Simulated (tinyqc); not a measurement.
Polarisation charge from two barrier thicknesses.

Inverse problem. VT = phiB - dEc - q sigma d/(eps0 eps_r). Find sigma, phiB - dEc and the thickness at which VT = 0.

Values chosen for this exercise:

| symbol | value | unit | meaning |
|---|---|---|---|
| eps_r | 9.1 |  | relative permittivity of barrier and channel |

Constants: q = 1.602176634e-19 C, eps0 = 8.8541878128e-14 F/cm where lengths are in cm. Results are converted to the units shown.

VT for d = 25 and 35 nm (V): [-4.4567452, -6.5724832]

Solution. VT is linear in d.

sigma = 1.064e13 cm^-2
phiB - dEc = 0.8326 V
thickness for VT = 0 = 3.935 nm

Numbers from tinyqc (`OMP_NUM_THREADS=1 python tinyqc.py 2570115 2570116 out.jsonl`; about 0.02 s on one thread of a shared Intel Xeon 2.30GHz).
